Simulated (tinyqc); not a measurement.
Inside a calculation. Model: CMOS inverter, nodal equation and switching.

Computed by the program tinyqc: `OMP_NUM_THREADS=1 python tinyqc.py 2340142 2340143 out.jsonl`, one thread of a shared Intel Xeon 2.30GHz, about 0.06 s for the whole run. Printed values are rounded.

An n-channel pull-down (bn, VTn) and a p-channel pull-up (bp, VTp) share the input Vin and the output node Vout, which carries the load C. Transistor (EKV form, voltages against the body): I = 2 n b Vt^2 [F(vp - Vs) - F(vp - Vd)] from drain to source, F(v) = ln^2(1 + exp(v/(2 Vt))), vp = (Vg - VT + sg |Vd - Vs|)/n. n-channel bodies are at 0; for the p-channel device all voltages are counted down from Vdd. b in uA/V^2 gives I in uA. Static: In = Ip. Transient: C dVout/dt = Ip - In. No velocity saturation, no gate capacitance beyond C.

Values chosen for this exercise: temperature T = 300 K; supply voltage Vdd = 0.7 V; slope factor n = 1.28; drain-induced barrier lowering sg = 0.116; n-channel threshold VTn = 0.31 V; p-channel threshold (magnitude) VTp = 0.29 V; gain factor of the pull-down transistor bn = 420 uA/V^2; gain factor of the pull-up transistor bp = 130 uA/V^2; load capacitance C = 2.9 fF; input voltage Vin = 0.33 V; time step dt = 8 ps.

Constants: q = 1.602176634e-19 C, kB = 1.380649e-23 J/K, Vt = kB T/q. Results are converted to the units shown.

## Iteration 1: output voltage by Newton steps

Vout at the start = 0.35 V

f = In - Ip at (Vin, Vout); G = df/dVout by a central difference with +/- 1e-6 V; Vout(new) = Vout - f/G.

In = 1.126951 uA
Ip = 0.8650333 uA
G = 3.57717 uS
Vout after iteration 1 = 0.2767806 V

## Iteration 2: output voltage by Newton steps

As before.

In = 0.9708175 uA
Ip = 0.9655631 uA
G = 3.43735 uS
Vout after iteration 2 = 0.2752520 V

## Course of the iteration: output voltage by Newton steps

Stop when Vout changes by less than 1e-9 V, or after 30 iterations.

Course of the iteration:
```
iteration   Vout (V)  |change| (V)
1          0.2767806        0.0732
2          0.2752520       1.53e-3
3          0.2752514       5.90e-7
4          0.2752514      8.77e-14
```

Converged in 4 iterations. At the end the number of correct digits about doubles with each step.

## Transfer curve

Vin, point 0 to 10 (V): [0, 0.07, 0.14, 0.21, 0.28, 0.35, 0.42, 0.49, 0.56, 0.63, 0.7]

For each Vin solve In = Ip; gain = dVout/dVin.

```
point   Vout (V)  supply current (uA)     gain
0      0.6999870            6.9196e-4  -0.0004
1      0.6998767            0.0054217  -0.0039
2      0.6988834             0.038611  -0.0344
3      0.6909999              0.22088  -0.2591
4      0.6272468              0.81887  -2.6206
5      0.1132047              0.95305  -6.2863
6      0.0100233              0.40908  -0.2710
7      0.0015125              0.10927  -0.0421
8      0.0001974             0.020377  -0.0060
9      0.0000223            0.0029832  -0.0007
10     0.0000024            3.8779e-4  -0.0001
```

The switching point Vin = Vout lies at 0.3243 V, with a gain of -8.62. The current peaks at 0.953 uA among the points, against 6.9e-4 and 3.9e-4 uA of leakage at the ends.

## Switching point and noise margins

VM solves In = Ip with Vin = Vout. VIL and VIH are the inputs at which the gain is -1; NML = VIL - Vout(VIH), NMH = Vout(VIL) - VIH.

VM = 0.32431 V
gain at VM = -8.6190
VIL = 0.25601 V
VIH = 0.38089 V
NML = 0.22505 V
NMH = 0.28533 V

VM lies 26 mV below Vdd/2, and the high margin is the larger one. With both transistors saturated the size of the gain tends to 1/sg = 8.62; here it is 0.020 % below that.

## Step 1: one time step of the falling output

Vout at t = 0 = 0.7 V

The input steps to Vdd at t = 0; I = In - Ip. Trapezoidal rule: V(new) = V - (dt/C)[I(V) + I(V(new))]/2, solved for V(new); 1 ps uA/fF = 1 mV.

I(V) = 36.43498 uA
I(V(new)) = 34.69776 uA
Vout after step 1 = 0.6018859 V

## Step 2: one time step of the falling output

As before.

I(V) = 34.69776 uA
I(V(new)) = 33.08078 uA
Vout after step 2 = 0.5083982 V

## Delays and energy

For a step input the delay to Vdd/2 is tHL = C times the integral of dV/(In - Ip) from Vdd/2 to Vdd at Vin = Vdd, and tLH likewise with Ip - In from 0 to Vdd/2 at Vin = 0. Energy drawn for one full cycle of the output: C Vdd^2. Leakage power: Vdd times the mean of the supply currents at Vin = 0 and Vdd.

tHL = 30.50562 ps
tLH = 90.39226 ps
energy = 1.421 fJ
leakage power = 0.3779094 nW

Time steps as above cross Vdd/2 at 30.5 ps by linear interpolation, 0.13 % above tHL. tLH/tHL = 2.96, with bn/bp = 3.23.
